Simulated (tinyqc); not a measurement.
What each parameter does: Gamma, L and X subbands of a thin body with non-parabolic valleys.

Hard walls, flat band, c = hbar^2/2m0, energies from the bulk Gamma edge. For a valley at angle theta to the normal 1/m_z = cos^2/ml + sin^2/mt and m_d = sqrt(ml mt^2/m_z). Subband n starts at E_v + e with e (1 + a e) = c (n pi/t)^2/m_z, and its density-of-states mass is taken as m_d (1 + 2 a e), without further growth at higher in-plane energy. Groups are named by valley and degeneracy.

n_i = g m/(2 pi c) kB T ln(1 + exp((EF - E_i)/kB T)), sum n_i = Ns (1e12/cm^2 = 1e-4/angstrom^2), c = hbar^2/2m0. Quantum capacitance Cq = 1602.176634 sum g m/(2 pi c) f_i in microfarad/cm^2 with f_i = 1/(1 + exp((E_i - EF)/kB T)); Cox = 34.5313/eot (one gate); C/Cox = Cq/(Cq + Cox), the centroid term left out.

Constants: hbar^2/2m0 = 3.80998211 eV angstrom^2; kB = 8.617333262e-05 eV/K.

Parameters, chosen for this exercise (near those of a thin InAs channel; the results hold for these values, not for the real material):
- face = 100 (surface)
- mG = 0.0261 m0 (Gamma mass)
- aG = 2.29 1/eV (Gamma non-parabolicity)
- EL = 0.699 eV (L edge above Gamma)
- mL = (0.628, 0.048) m0 (L valleys (four, along <111>): ml, mt)
- EX = 0.99 eV (X edge above Gamma)
- mX = (1.154, 0.162) m0 (X valleys (three, along <100>): ml, mt)
- aS = 0.49 1/eV (non-parabolicity of L and X)
- Ns = 3 x 1e12/cm^2 (sheet density)
- T = 300 K (temperature)
- eot = 7 angstrom (equivalent oxide thickness)
- t = 76 angstrom (body thickness)

n = 1 to 8 of all groups.

One parameter was then changed.

Results before and after:

| case | lowest edge (eV) | EF (eV) | Gamma share (%) | C/Cox |
|---|---|---|---|---|
| base | 0.177 | 0.329 | 100.0 | 0.392 |
| changed | 0.191 | 0.362 | 100.0 | 0.363 |

Which of these changes was made? (a) t = 84 angstrom; (b) mG = 0.03 m0; (c) T = 250 K; (d) aG = 1.6 1/eV; (e) eot = 5 angstrom; (f) EL = 0.749 eV; (g) Ns = 4.5 x 1e12/cm^2.

Answer: (d) aG = 1.6 1/eV. Of the candidates, run in turn, only this one gives the changed row.

All candidates:

| case | lowest edge (eV) | EF (eV) | Gamma share (%) | C/Cox |
|---|---|---|---|---|
| base | 0.177 | 0.329 | 100.0 | 0.392 |
| t = 84 angstrom | 0.152 | 0.313 | 100.0 | 0.381 |
| mG = 0.03 m0 | 0.159 | 0.297 | 100.0 | 0.414 |
| aG = 1.6 1/eV | 0.191 | 0.362 | 100.0 | 0.363 |
| EL = 0.749 eV | 0.177 | 0.329 | 100.0 | 0.392 |
| Ns = 4.5 x 1e12/cm^2 | 0.177 | 0.403 | 100.0 | 0.412 |
| eot = 5 angstrom | 0.177 | 0.329 | 100.0 | 0.315 |
| T = 250 K | 0.177 | 0.329 | 100.0 | 0.391 |

Run: tinyqc, `OMP_NUM_THREADS=1 python tinyqc.py 1251455 1251456 out.jsonl`; Intel(R) Xeon(R) Processor @ 2.30GHz, one thread, shared host; about 0.03 s of CPU time with all checks.
